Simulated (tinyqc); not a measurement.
# Worked calculation: silicon n-p-n transistor, Gummel numbers and transit times

tinyqc, about 0.01 s, one thread, Intel Xeon 2.30GHz (shared host): `OMP_NUM_THREADS=1 python tinyqc.py 2320012 2320013 out.jsonl` Printed values are rounded.

One-dimensional n-p-n transistor in the forward active mode at low injection. In the base p(x) = NB exp(-eta x/wb) and ni(x)^2 = ni^2 exp((g0 + g1 x/wb)/Vt); electrons leave the base at vsat; band spikes at the emitter junction and recombination inside the emitter are ignored.

Inputs (values chosen for the exercise); band and dielectric values close to those of silicon:

| symbol | value | unit | meaning |
|---|---|---|---|
| T | 300 | K | temperature |
| Eg | 1.13 | eV | band gap |
| eps_r | 11.6 |  | relative permittivity |
| Nc | 2.79e19 | cm^-3 | conduction-band density of states at T |
| Nv | 2.63e19 | cm^-3 | valence-band density of states at T |
| vsat | 1.01e7 | cm/s | saturation velocity |
| wb | 280 | nm | neutral base width |
| NB | 1.1e18 | cm^-3 | base doping at the emitter edge |
| eta | 0 |  | doping falls as exp(-eta x/wb) |
| g0 | 0 | eV | gap reduction at the emitter edge of the base |
| g1 | 0 | eV | further gap reduction across the base (linear) |
| Dn | 5.8 | cm^2/s | electron diffusion coefficient in the base |
| NE | 1.7e20 | cm^-3 | emitter doping |
| gE | 0.063 | eV | gap reduction in the emitter (negative: wider gap) |
| we | 170 | nm | neutral emitter width |
| Dp | 0.89 | cm^2/s | hole diffusion coefficient in the emitter |
| Se | 5e6 | cm/s | recombination velocity at the emitter contact |
| tb | 2e-7 | s | electron lifetime in the base |
| NC | 1.7e16 | cm^-3 | collector doping |
| VCB | 1 | V | collector-base reverse bias |

Constants: q = 1.602176634e-19 C, kB = 1.380649e-23 J/K, Vt = kB T/q, eps0 = 8.8541878128e-14 F/cm where lengths are in cm. Results are converted to the units shown.

Range of the model: Heavy doping makes emitter or base degenerate; gE and g0 are to be read as apparent gap changes that include this.

## Base Gummel number and transit time

f(x) = p(x) ni^2/ni(x)^2; I(x) = integral from x to wb of f/Dn, plus f(wb)/vsat; base Gummel number GB = I(0); electron density per unit flux n/(J/q) = I/f; base transit time tauB = integral of I/f over the base. Trapezoid rule on 10 equal steps.

```
point	x (nm)	f (cm^-3)	I (s/cm^4)	I/f (s/cm)
0	0.000	1.1e18	5.41926e12	4.92660e-6
1	28.000	1.1e18	4.88822e12	4.44384e-6
2	56.000	1.1e18	4.35719e12	3.96108e-6
3	84.000	1.1e18	3.82615e12	3.47832e-6
4	112.000	1.1e18	3.29512e12	2.99556e-6
5	140.000	1.1e18	2.76408e12	2.51280e-6
6	168.000	1.1e18	2.23305e12	2.03004e-6
7	196.000	1.1e18	1.70201e12	1.54729e-6
8	224.000	1.1e18	1.17098e12	1.06453e-6
9	252.000	1.1e18	6.39945e11	5.81769e-7
10	280.000	1.1e18	1.08911e11	9.90099e-8
```

GB = 5.41926e12 s/cm^4
tauB = 70.3585 ps

With 4000 steps GB = 5.419e12 s/cm^4 and tauB = 70.36 ps. A uniform base would give wb^2/(2 Dn) + wb/vsat = 70.4 ps.

## Gain, Early voltage and collector delay

ni = sqrt(Nc Nv) exp(-Eg/(2 Vt)), Eg in volts; GE = NE exp(-gE/Vt)(we/Dp + 1/Se); JC = J0 exp(VBE/Vt), J0 = q ni^2/GB; gain limited by back injection GE/GB, by base recombination tb/tauB, together 1/beta = the sum of the inverses; collector layer one-sided, Wc = sqrt(2 eps0 eps_r (Vbc + VCB)/(q NC)), Vbc = Vt ln(p(wb) NC/ni^2), Cjc = eps0 eps_r/Wc; Early voltage VA = GB q p(wb)/(f(wb) Cjc [1/Dn - (eta + g1/Vt)/(wb vsat)]), f(wb) = p(wb) exp(-(g0 + g1)/Vt), p(wb) = NB exp(-eta); tauC = Wc/(2 vsat).

ni = 8.73369e9 cm^-3
GE = 2.86865e14 s/cm^4
J0 = 2.25510e-12 A/cm^2
GE/GB = 52.9345
tb/tauB = 2842.59
beta = 51.9667
Wc = 374.190 nm
Cjc = 0.274482 fF/um^2
VA = 183.469 V
tauC = 1.85243 ps

The gain is limited more by back injection into the emitter. beta VA = 9530 V.
